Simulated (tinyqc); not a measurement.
Thin-film transistor with exponential tail and deep states, accumulation layer: effect of the temperature.

An undoped film in accumulation, thicker than the space-charge layer. With band bending psi the Fermi level lies E0 - psi below the band edge. Free electrons n = n0 exp(psi/Vt) carry the current; electrons in two exponential distributions of traps, a = a0 exp(psi/Va) and d = d0 exp(psi/Vp), do not. Linear regime, ohmic contacts, traps in equilibrium.

Va = kB Tt/q, Vp = kB Td/q; n0 = Nc exp(-E0/Vt), a0 = Nt th(T/Tt) exp(-E0/Va), d0 = Nd th(T/Td) exp(-E0/Vp), th(x) = pi x/sin(pi x). G(psi) = sum over the three kinds of c0 [V (exp(psi/V) - 1) - psi], field F = sqrt(2 q G/(eps0 eps_r)); Vg = psi + eps0 eps_r F/Ci at the surface. Total charge Q = Ci (Vg - psi_s); free charge Qf = q times the integral of n0 (exp(psi/Vt) - 1)/F over psi from 0 to psi_s; I = (W/L) mb Qf Vd; effective mobility mb Qf/Q. Nc, E0 and mb are held fixed.

Values chosen for this exercise; values close to those of an organic semiconductor:
- eps_r = 3.2 (relative permittivity of the semiconductor)
- Nc = 9.5e19 cm^-3 (density of extended states)
- mb = 2.9 cm^2/(V s) (band mobility)
- Nt = 9.4e19 cm^-3 (total density of tail states)
- Tt = 460 K (characteristic temperature of the tail)
- Nd = 3e17 cm^-3 (total density of deep states)
- Td = 1300 K (characteristic temperature of the deep states)
- E0 = 0.55 eV (bulk Fermi level below the band edge)
- Ci = 12 nF/cm^2 (gate capacitance)
- WL = 10 (ratio W/L)
- Vd = 0.05 V (drain voltage)
- Vg = 34 V (gate voltage above flat band)

Constants: q = 1.602176634e-19 C, kB = 1.380649e-23 J/K, Vt = kB T/q, eps0 = 8.8541878128e-14 F/cm where lengths are in cm. Results are converted to the units shown.

Result of one run:

| T (K) | E0 - psi_s (eV) | Q (nC/cm^2) | free share (%) | effective mobility (cm^2/(V s)) | I (nA) |
|---|---|---|---|---|---|
| 180 | 0.04254 | 401.9 | 3.345 | 0.09700 | 19.49 |

What becomes of these results when the temperature T is changed from 180 to 220 K, all else the same?

Result of the changed run:

| T (K) | E0 - psi_s (eV) | Q (nC/cm^2) | free share (%) | effective mobility (cm^2/(V s)) | I (nA) |
|---|---|---|---|---|---|
| 220 | 0.04915 | 402.0 | 5.034 | 0.1460 | 29.34 |

The whole series:

| T (K) | E0 - psi_s (eV) | Q (nC/cm^2) | free share (%) | effective mobility (cm^2/(V s)) | I (nA) |
|---|---|---|---|---|---|
| 160 | 0.03974 | 401.9 | 2.514 | 0.07290 | 14.65 |
| 180 | 0.04254 | 401.9 | 3.345 | 0.09700 | 19.49 |
| 200 | 0.04568 | 401.9 | 4.196 | 0.1217 | 24.45 |
| 220 | 0.04915 | 402.0 | 5.034 | 0.1460 | 29.34 |
| 240 | 0.05299 | 402.0 | 5.831 | 0.1691 | 33.99 |
| 260 | 0.05723 | 402.1 | 6.560 | 0.1902 | 38.25 |
| 280 | 0.06192 | 402.1 | 7.192 | 0.2086 | 41.94 |
| 300 | 0.06715 | 402.2 | 7.698 | 0.2232 | 44.90 |

As T goes from 160 to 300 K, the free share rises from 2.51 to 7.70 %, the distance of the Fermi level from the edge rises from 0.0397 to 0.0671 eV and the current rises from 14.6 to 44.9 nA. The apparent activation energy between the first two rows is 0.0355 eV, against E0 - psi_s = 0.0397 eV there. For T = 220 to 300 K the th form, which assumes a Fermi level far below the edge, overcounts the filled tail at the surface by more than 15 %.

tinyqc, about 0.02 s, one thread, Intel Xeon 2.30GHz (shared host): `OMP_NUM_THREADS=1 python tinyqc.py 2610054 2610055 out.jsonl`
